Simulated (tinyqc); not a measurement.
Deep level with several charge states, and Shockley-Read-Hall recombination, step by step. Values are carried at full precision from step to step, so a last printed digit may differ when a step is redone from the rounded ones.

Energies from Ev. The defect has charge states +1, 0, -1 with weights 1, gm exp((EF - E1)/kT), exp((2 EF - E1 - E2)/kT); the shares are the weights over their sum. Boltzmann carriers: n = Nc exp((EF - Eg)/kT), p = Nv exp(-EF/kT). Neutrality: p - n + Nd + Nt <q> = 0.

Constants: kB = 8.617333262e-05 eV/K.

Inputs chosen for the exercise (gap and densities of states near those of Si at this temperature; not measured data): Eg = 1.124 eV (gap); Nc = 2.71e+19 1/cm^3 (conduction-band density of states); Nv = 1.14e+19 1/cm^3 (valence-band density of states); T = 300 K; E1 = 0.262 eV (level (+1/0) above Ev); E2 = 0.854 eV (level (0/-1) above Ev); gm = 2 (degeneracy of the middle state, the others 1); Nt = 4.2e+14 1/cm^3 (defects); Nd = -5.5e+15 1/cm^3 (ionised shallow donors minus acceptors); E_try = 0.899 eV (trial Fermi level); Et = 0.262 eV (recombination level above Ev); sn = 3.3e-15 cm^2 (electron capture cross-section); sp_ = 1.9e-14 cm^2 (hole capture cross-section); vth = 14000000 cm/s (thermal velocity, both carriers); Nm = 4.2e+15 1/cm^3 (equilibrium holes for the lifetime steps); dn = 2e+13 1/cm^3 (excess pairs).

## Charge states at a trial Fermi level

Form the exponents, the shares, the mean charge and the residual of neutrality at EF = E_try.

exponents of the second and third weights: 24.640  26.381

shares: +1 0.0000, 0 0.2597, -1 0.7403

<q> = -0.7403

n, p (1/cm^3): 4.50e+15  9.00e+03

residual = -1.03e+16 1/cm^3

The residual is negative, so EF must fall.

## The neutral state

Solve for EF.

EF = 0.1992 eV

shares at EF: +1 0.850, 0 0.150, -1 0.000

n = 7.88e+03 1/cm^3
p = 5.14e+15 1/cm^3

Without the defects the majority density would be 5.50e+15 1/cm^3; with them the density of these carriers is 5.14e+15, so they compensate part of the doping. Most defects are in the state +1.

## Recombination through one level

One level at Et with degeneracy 1: tn = 1/(sn vth Nt), tp = 1/(sp_ vth Nt), n1 = Nc exp((Et - Eg)/kT), p1 = Nv exp(-Et/kT), ni^2 = n1 p1. Equilibrium p0 = Nm, n0 = ni^2/Nm; n = n0 + dn, p = p0 + dn. U = (n p - ni^2)/(tp (n + n1) + tn (p + p1)), lifetime dn/U; emission rates en = sn vth n1, ep = sp_ vth p1.

Evaluate each quantity.

tn, tp (microsecond): 0.05154  0.008951

n1, p1 (1/cm^3): 8.95e+04  4.52e+14

U = 3.50e+20 1/(cm^3 s)
lifetime = 0.0571 microsecond

The lifetime is 1.108 times the minority capture time tn and 0.944 times tn + tp, the limit of high injection.

## Emission and generation in a depleted region

With n = p = 0 the level generates pairs at G = Nt en ep/(en + ep); generation lifetime tg = ni/G; current density e G W for a width W = 1 micrometre, e = 1.602176634e-19 C.

en, ep (1/s): 0.00414  1.20e+08

G = 1.74e+12 1/(cm^3 s)
tg = 3.66e+03 microsecond
current density = 2.78e-11 A/cm^2

The slower step, electron emission, limits the rate: en/ep = 3.44e-11.

## Checks

- U against hole capture minus emission at the steady occupation of the level (1/(cm^3 s)): both 3.502e+20.

(tinyqc, `OMP_NUM_THREADS=1 python tinyqc.py 1680485 1680486 out.jsonl`, Intel(R) Xeon(R) Processor @ 2.30GHz, 1 thread, shared host, about 0.01 s.)
